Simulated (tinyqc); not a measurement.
# Lifetime from the low-frequency admittance

Inverse problem. At low frequency a p+-n diode with a base of width wb has C_diff/G = (tau/2)(1 - 2 x/sinh 2x), x = wb/sqrt(Dp tau). Find tau, x and the limit of C_diff/G for infinite lifetime, wb^2/(3 Dp).

Inputs (values chosen for the exercise):
- Dp = 4.7 cm^2/s (hole diffusion coefficient)
- wb = 25 um (width of the neutral base)

G = 7.8132333 S/cm^2
C_diff = 1.2652279 uF/cm^2

Answer. The ratio rises steadily with tau from tau/2 (long base) towards wb^2/(3 Dp) (short base), so one lifetime matches as long as the ratio is below that limit.

tau = 4.00e-7 s
x = 1.82
limit of C_diff/G = 4.43e-7 s

tinyqc, about 0.01 s, one thread, Intel Xeon 2.30GHz (shared host): `OMP_NUM_THREADS=1 python tinyqc.py 2890188 2890189 out.jsonl`
